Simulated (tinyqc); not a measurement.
Worked calculation: tight binding, kagome lattice. Computed by tinyqc, a small Python program that keeps every step. Settings: t1 = 0.66, t2 = 0.66, delta = -0.47, bands filled = 1. Command: `OMP_NUM_THREADS=1 python tinyqc.py 28477 28478 out.jsonl` (the two numbers bound the seeds that draw the settings). One thread of a shared host (Intel(R) Xeon(R) Processor @ 2.60GHz), about 0.01 s of CPU time with the checks.

## Bloch Hamiltonian at k

Parameters chosen for this model:
```
parameter      value                unit
t1          0.660000    eV, up triangles
t2          0.660000  eV, down triangles
delta      -0.470000        eV on site C
```

k point k (fractions of the reciprocal vectors): -0.160000  -0.380000

H_AB = -t1 - t2 exp(-i k.a1), H_AC = -t1 - t2 exp(-i k.a2), H_BC = -t1 - t2 exp(i k.(a1 - a2)), H_CC = delta.

H(k) at k (eV), lower triangle (Hermitian):
```
                     A                    B          C
A             0.000000
B  -1.013646+0.557256i             0.000000
C  -0.178881+0.451801i  -0.783672+0.648310i  -0.470000
```

## Levels at k

Diagonalise the Hermitian matrix.

eigenvalues (eV): -1.946189  0.208544  1.267645

weights |c|^2 of the basis functions:
```
     band 1    band 2    band 3
A  0.265488  0.391284  0.343228
B  0.380771  0.041461  0.577769
C  0.353741  0.567256  0.079004
```

## Bloch Hamiltonian at K

k point K (fractions of the reciprocal vectors): 0.333333  0.666667

As before.

H(k) at K (eV), lower triangle (Hermitian):
```
                     A                    B          C
A             0.000000
B  -0.330000-0.571577i             0.000000
C  -0.330000+0.571577i  -0.330000-0.571577i  -0.470000
```

## Levels at K

As before.

eigenvalues (eV): -0.996066  -0.660000  1.186066

weights |c|^2 of the basis functions:
```
     band 1    band 2    band 3
A  0.120539  0.500000  0.379461
B  0.120539  0.500000  0.379461
C  0.758921  0.000000  0.241079
```

## Bands along a path

The same steps at evenly spaced points between the labelled ones.

Bands along the path (eV):
```
k             band 1     band 2    band 3
G          -2.809530   1.019530  1.320000
G-K 0.20   -2.693709   0.926100  1.297609
G-K 0.40   -2.365853   0.629050  1.266803
G-K 0.60   -1.881817   0.168561  1.243256
G-K 0.80   -1.328900  -0.359437  1.218337
K          -0.996066  -0.660000  1.186066
K-M 0.20   -1.160352  -0.476247  1.166600
K-M 0.40   -1.331744  -0.284119  1.145863
K-M 0.60   -1.464556  -0.131601  1.126156
K-M 0.80   -1.547567  -0.033787  1.111354
M          -1.575755          0  1.105755
M-K' 0.20  -1.547567  -0.033787  1.111354
M-K' 0.40  -1.464556  -0.131601  1.126156
M-K' 0.60  -1.331744  -0.284119  1.145863
M-K' 0.80  -1.160352  -0.476247  1.166600
K'         -0.996066  -0.660000  1.186066
```

With 1 band(s) filled, the highest filled level on these points lies at K and the lowest empty one at K: a gap of 0.3361 eV, direct.
